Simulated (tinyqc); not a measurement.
From results back to parameters: configuration-coordinate model of carrier capture at a defect. Two cases, with inputs chosen for the exercise.

Problem. For two parabolas of equal curvature the ionisation peak lies at ET + ER, the emission barrier is (ER + ET)^2/(4 ER), and the standard deviation of the band at T = 0 is sqrt(ER hw). The values come from hidden ET, ER and hw.

Case 1.

ionisation peak = 1.4500 eV
emission barrier = 1.030637 eV
standard deviation at T = 0 = 0.151493 eV

Case 2.

ionisation peak = 1.6600 eV
emission barrier = 1.377800 eV
standard deviation at T = 0 = 0.168819 eV

Find: ET, ER, hw; capture barrier.

Solution. ER is the squared peak energy over four times the emission barrier; ET is the rest, hw = variance/ER, and the capture barrier is the emission barrier less ET.

Case 1.

ET, ER, hw (eV): 0.940  0.510  0.045

capture barrier = 0.091 eV

Case 2.

ET, ER, hw (eV): 1.160  0.500  0.057

capture barrier = 0.218 eV

Computed by tinyqc, one run a case: `OMP_NUM_THREADS=1 python tinyqc.py N N+1 out.jsonl` with N = 1450909, 1450910; one thread of a shared Intel(R) Xeon(R) Processor @ 2.30GHz, about 0.01 s a run at most.
